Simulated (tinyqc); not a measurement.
# Worked calculation: single-junction solar cell, detailed-balance limit

Numbers from tinyqc (`OMP_NUM_THREADS=1 python tinyqc.py 2820127 2820128 out.jsonl`; about 0.01 s on one thread of a shared Intel Xeon 2.30GHz). Printed values are rounded.

Every photon above the gap Eg makes one pair and none below is absorbed; carriers thermalise at T and move without loss. Jsc = q fs X Phi(Eg, Ts); the dark current is J0 = q ge Phi(Eg, T)/ERE with the Boltzmann factor exp(V/Vt). The efficiency is the electrical power over fs X sigma Ts^4.

Parameters, values chosen for the exercise:
```
symbol,value,unit,meaning
T,300,K,cell temperature
Ts,7000,K,temperature of the black-body sun
fs,2.16e-5,,share of the hemisphere filled by the sun
X,1000,,concentration
ERE,0.1,,external radiative efficiency
ge,2,,number of faces that emit
Eg,2.17,eV,band gap
```

Constants: q = 1.602176634e-19 C, kB = 1.380649e-23 J/K, h = 6.62607015e-34 J s, c = 299792458 m/s, Vt = kB T/q. Results are converted to the units shown.

## Photon flux of the source, term by term

Photon flux above E from a black body at temperature T into a hemisphere: Phi(E, T) = A sum_k exp(-k E/th)[E^2 th/k + 2 E th^2/k^2 + 2 th^3/k^3], k = 1, 2, ..., with th = kB T/q in eV and A = 2 pi q^3/(h^3 c^2). The first six terms at E = Eg, T = Ts are listed; the flux takes all.

th = 0.6032133 eV
A = 9.883290e22 cm^-2 s^-1 eV^-3
terms k = 1..6 (eV^3): 0.1331014  0.001403320  2.340761e-5  4.594016e-7  9.794053e-9  2.195025e-10
Phi(Eg, Ts) = 1.329585e22 cm^-2 s^-1

The first term, the Boltzmann limit, holds 98.9 % of the flux.

## Photocurrent, dark current and incident power

Photon flux above E from a black body at temperature T into a hemisphere: Phi(E, T) = A sum_k exp(-k E/th)[E^2 th/k + 2 E th^2/k^2 + 2 th^3/k^3], k = 1, 2, ..., with th = kB T/q in eV and A = 2 pi q^3/(h^3 c^2). Jsc = q fs X Phi(Eg, Ts), J0 = q ge Phi(Eg, T)/ERE. Pin = fs X sigma Ts^4, sigma = 2 pi^5 kB^4/(15 h^3 c^2).

Jsc = 46012.96 mA/cm^2
J0 = 1.386778e-29 mA/cm^2
Pin = 2.940747e5 mW/cm^2

## Iteration 1: maximum power point by substitution

v at the start = 0

v = Vmp/Vt solves (1 + v) exp(v) = 1 + Jsc/J0; v(new) = ln[(1 + Jsc/J0)/(1 + v)].

v after iteration 1 = 77.18466

## Iteration 2: maximum power point by substitution

As before.

v after iteration 2 = 72.82559

## Course of the iteration: maximum power point by substitution

Stop when v changes by less than 1e-10, or after 40 iterations.

Course of the iteration:
```
iteration         v  |change|
1          77.18466      77.2
2          72.82559      4.36
3          72.88296    0.0574
4          72.88218   7.77e-4
5          72.88219   1.05e-5
6          72.88219   1.42e-7
7          72.88219   1.93e-9
8          72.88219  2.61e-11
```

Converged in 8 iterations. At the end each change is about 0.014 times the one before, with alternating sign: linear convergence.

## Voltages, fill factor and efficiency

v = 72.88219

Voc = Vt ln(1 + Jsc/J0), Vmp = v Vt, Jmp = Jsc - J0 (exp(v) - 1), FF = Vmp Jmp/(Voc Jsc), efficiency Vmp Jmp/Pin.

Voc = 1.995378 V
Eg/q - Voc = 0.1746221 V
Vmp = 1.884150 V
Jmp = 45390.17 mA/cm^2
FF = 0.9314768
efficiency = 29.08170 %

Of the voltage deficit, Vt ln(1/ERE) = 59.5 mV is due to non-radiative recombination.
